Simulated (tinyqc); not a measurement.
Worked calculation: anisotropic elasticity and sound waves of a cubic crystal. Computed by tinyqc, a small Python program that keeps every step. Command: `OMP_NUM_THREADS=1 python tinyqc.py 3001287 3001288 out.jsonl cubicelastic walk`. One thread of a shared host (Intel(R) Xeon(R) Processor @ 2.30GHz), about 0.01 s of CPU time with the checks. Intermediate numbers are printed to about 5 digits and carried at full precision; extremes and crossings named in words are read from the listed rows.

Voigt order 1..6 = xx, yy, zz, yz, xz, xy, with engineering shear strains. The rotated frame has x' as named, z' along the wafer normal and y' = z' x x'.

Inputs (values chosen for the exercise, modelled on nickel): C11 = 245.9 GPa; C12 = 151.7 GPa; C44 = 123.2 GPa; density rho = 8.839 g/cm^3; expansion coefficient of the film = 14 ppm/K; expansion coefficient of the substrate = 2.6 ppm/K; cooling Delta T = 200 K.

Frame: (110) wafer, x' along [001].

wave normal (not normalised): [1, 3.5, 3.2]

## Compliances and anisotropy

S11 = (C11 + C12)/D, S12 = -C12/D, D = (C11 - C12)(C11 + 2 C12), S44 = 1/C44. Zener ratio A = 2 C44/(C11 - C12); S0 = S11 - S12 - S44/2; H = 2 C44 + C12 - C11.

S11 = 7.6840 1/TPa

S12 = -2.9317 1/TPa

S44 = 8.1169 1/TPa

Zener ratio A = 2.6157

S0 = 6.5573 1/TPa

H = 152.2 GPa

## Stiffness in the rotated frame

direction cosines a (rows x', y', z' in the cube axes), rows x', y', z', columns x, y, z:
$$\begin{pmatrix}
0.0000 & 0.0000 & 1.0000 \\
0.7071 & -0.7071 & 0.0000 \\
0.7071 & 0.7071 & 0.0000
\end{pmatrix}$$

C'_ijkl = C12 delta_ij delta_kl + C44 (delta_ik delta_jl + delta_il delta_jk) - H sum_m a_im a_jm a_km a_lm.

C' (GPa), rows 1, 2, 3, 4, 5, 6:
$$\begin{pmatrix}
245.9 & 151.7 & 151.7 & 0.0 & 0.0 & 0.0 \\
151.7 & 322.0 & 75.6 & 0.0 & 0.0 & 0.0 \\
151.7 & 75.6 & 322.0 & 0.0 & 0.0 & 0.0 \\
0.0 & 0.0 & 0.0 & 47.1 & 0.0 & 0.0 \\
0.0 & 0.0 & 0.0 & 0.0 & 123.2 & 0.0 \\
0.0 & 0.0 & 0.0 & 0.0 & 0.0 & 123.2
\end{pmatrix}$$

No normal-shear coupling appears in this frame.

## Moduli along the axes of the frame

Invert C' to S'. E along x' = 1/S'11, along y' = 1/S'22; Poisson ratios nu(x'y') = -S'12/S'11 and nu(x'z') = -S'13/S'11; in-plane shear modulus 1/S'66.

E along x' = 130.14 GPa

E along y' = 227.00 GPa

nu(x'y') = 0.38154

nu(x'z') = 0.38154

in-plane shear modulus = 123.2 GPa

E differs between x' and y' by -42.7 %.

## Thermal stress in a film with this orientation

On cooling, a thick substrate imposes eps_1 = eps_2 = (alpha_film - alpha_substrate) Delta T and eps_6 = 0; the free surface sets sigma_3 = sigma_4 = sigma_5 = 0, which fixes eps_3, eps_4, eps_5. Biaxial modulus M = (sigma_1 + sigma_2)/(2 eps); energy density M eps^2. Elastic response and constant coefficients are assumed.

in-plane strain = 2.28 per mille

elastic strain along the normal = -1.6095 per mille

stress along x' = 662.37 MPa

stress along y' = 958.36 MPa

biaxial modulus M = 355.42 GPa

energy density = 1.8476 MJ/m^3

The film ends in tension. Caution: the thermal stress of this film exceeds 200 MPa, which can relax by slip, cracking or buckling in a real film.

## Sound waves along the wave normal

In the cube axes, with unit normal n: G_ij = (C12 + C44) n_i n_j + (C44 - H n_i^2) delta_ij, eigenvalues rho v^2, eigenvectors u (columns, largest component positive). Group velocity V_i = [(C12 + C44)(u.n) u_i + C44 n_i - H u_i^2 n_i]/(rho v); its angle to n has cosine v/|V|.

Christoffel matrix (GPa), rows x, y, z:
$$\begin{pmatrix}
128.42 & 40.96 & 37.45 \\
40.96 & 187.19 & 131.07 \\
37.45 & 131.07 & 176.69
\end{pmatrix}$$

phase velocities (m/s): [2395.8, 3576.6, 6096.3]

polarisations, rows x, y, z, columns slow, fast, longitudinal:
$$\begin{pmatrix}
0.02080 & 0.96341 & 0.26723 \\
-0.69583 & -0.17798 & 0.69581 \\
0.71791 & -0.20042 & 0.66667
\end{pmatrix}$$

group speeds (m/s): [2535.5, 3843.0, 6122.9]

angles between V and n (degree): [19.114, 21.463, 5.341]

Energy flows off the wave normal by up to 21.5 degrees, for the fast transverse wave.

## Polycrystal bounds against single-crystal directions

B = (C11 + 2 C12)/3; Voigt G = (C11 - C12 + 3 C44)/5; Reuss G = 5/(4 (S11 - S12) + 3 S44); Hill is their mean; E = 9BG/(3B + G), nu = (3B - 2G)/(6B + 2G). Along <hkl>, with g = 0, 1/4, 1/3: 1/E = S11 - 2 S0 g; for a film with that normal C33 = C11 + 2 H g and M = [6B - (3B - C33) - (3B - C33)^2/C33]/2.

bulk modulus B = 183.1 GPa

Averages:
```
average  G (GPa)  E (GPa)       nu
Voigt     92.760   238.08  0.28329
Reuss     74.835   197.59  0.32015
Hill      83.798   218.12  0.30146
```

Directions:
```
direction  E (GPa)  biaxial modulus M (GPa)
<100>       130.14                   210.43
<110>       227.00                   355.42
<111>       301.89                   389.64
```

The bounds on G differ by 24 %, while E varies by a factor 2.32 with direction; with A above 1 the stiffest axis is <111>. Under a fixed mismatch strain, grains with a <100> normal store the least energy.

Checks made by the program: E along x' against 1/E = S11 - 2 S0 (l^2 m^2 + m^2 n^2 + n^2 l^2) (relative difference below 1e-10); closed form of M against the matrix solution (relative difference below 1e-10).
